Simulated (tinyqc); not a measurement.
Changing the Huang-Rhys factor S: non-radiative capture by multiphonon emission, one effective mode. Computed by tinyqc, a small Python program. Command: `OMP_NUM_THREADS=1 python tinyqc.py 3003454 3003455 out.jsonl capture sweep`. One thread of a shared host (Intel(R) Xeon(R) Processor @ 2.30GHz), about 0.03 s of CPU time with the checks.

The initial state (free carrier plus empty centre) lies dE above the final state; both have the same frequency and are displaced by dQ.

Inputs (values chosen for the exercise, for a model semiconductor):

| quantity | value | unit |
|---|---|---|
| energy released dE | 0.463 | eV |
| phonon energy hbar omega | 38.7 | meV |
| electron-phonon coupling W | 0.0035 | eV/(u^(1/2) angstrom) |
| cell volume V | 2460 | angstrom^3 |
| degeneracy g | 4 | - |
| broadening b | 24 | meV |
| carrier mass m | 0.0923 | m_0 |
| dielectric constant eps | 13.1 | - |
| temperature T | 500 | K |
| defect density N_t | 8e+16 | cm^-3 |

Centre: repulsive.

Constants: hbar^2/u = 4.18015928e-03 eV angstrom^2; k_B = 8.617333262e-05 eV/K; hbar = 6.582119569e-16 eV s; Ry = 13.605693123 eV; k_B = 1.380649e-23 J/K; m_0 = 9.1093837015e-31 kg.

Method:
- dQ = sqrt(2 S (hbar^2/u)/hbar omega); relaxation energy lambda = S hbar omega; phonons needed P = dE/hbar omega; classical barrier E_b = (dE - lambda)^2/(4 lambda); occupation n = 1/(exp(hbar omega/k_B T) - 1).
- Huang-Rhys weight for a net emission of p phonons: L_p = exp(-S (2n + 1)) ((n + 1)/n)^(p/2) I_p(2 S sqrt(n (n + 1))), I_p the modified Bessel function.
- M_p = sum_m w_m <m_i|Q|(m + p)_f>^2 with Q counted from the final minimum and Boltzmann weights w_m for m = 0..24; <m_i|Q|k_f> = sqrt((hbar^2/u)/(2 hbar omega)) [sqrt(k) <m|k-1> + sqrt(k+1) <m|k+1>], with overlaps of oscillators displaced by d = sqrt(2 S) summed on 1500 points from -16 to 16 + d.
- The delta function is a Gaussian of standard deviation b at dE - p hbar omega.
- C_0 = V (2 pi/hbar) g W^2 sum_p M_p Gaussian_p. The sum runs over the seven p from round(P) - 3 to round(P) + 3; 1 angstrom^3 = 1e-24 cm^3.
- Sommerfeld factor of a repulsive centre: s(k) = 2 pi nu/(exp(2 pi nu) - 1), nu = sqrt(Ry*/E), Ry* = Ry m/eps^2, averaged over (2/sqrt(pi)) sqrt(x) exp(-x) dx with x = E/k_B T = t^2 (trapezoid, t to 6 in steps of 0.01).
- C = s C_0; v = sqrt(3 k_B T/m); sigma = C/v; tau = 1/(C N_t).

One run for each value:

| Huang-Rhys factor S | capture coefficient C (cm^3/s) | classical barrier E_b (eV) | dQ (u^(1/2) angstrom) |
|---|---|---|---|
| 1.8 | 1.3791e-12 | 0.55526 | 0.6236 |
| 2.2 | 5.4013e-12 | 0.41925 | 0.6894 |
| 2.7 | 1.9240e-11 | 0.30752 | 0.7637 |
| 3.4 | 6.7869e-11 | 0.20869 | 0.8570 |
| 4.3 | 1.9951e-10 | 0.13215 | 0.9638 |
| 5.4 | 4.5771e-10 | 0.07719 | 1.0801 |
| 6.7 | 8.1802e-10 | 0.04001 | 1.2031 |
| 8.4 | 1.2060e-09 | 0.01463 | 1.3471 |
| 10.0 | 1.3916e-09 | 0.00373 | 1.4698 |

Describe and explain the trends.

Over the rows, capture coefficient C (cm^3/s) rises from 1.38e-12 to 1.39e-9 (exponent d ln y / d ln x 6.8 between the first rows and 0.82 between the last); classical barrier E_b (eV) falls from 0.555 to 0.00373 (exponent d ln y / d ln x -1.4 between the first rows and -7.8 between the last); dQ (u^(1/2) angstrom) rises from 0.624 to 1.47 (exponent d ln y / d ln x about 0.50 throughout). The barrier vanishes where S equals the number of phonons needed, dE/hbar omega = 12.0.

Caution (rows 1.80): the largest term is not the one nearest energy conservation, so C_0 depends strongly on the broadening b.

Extremes, crossings and ranges named in words are read from the listed rows.
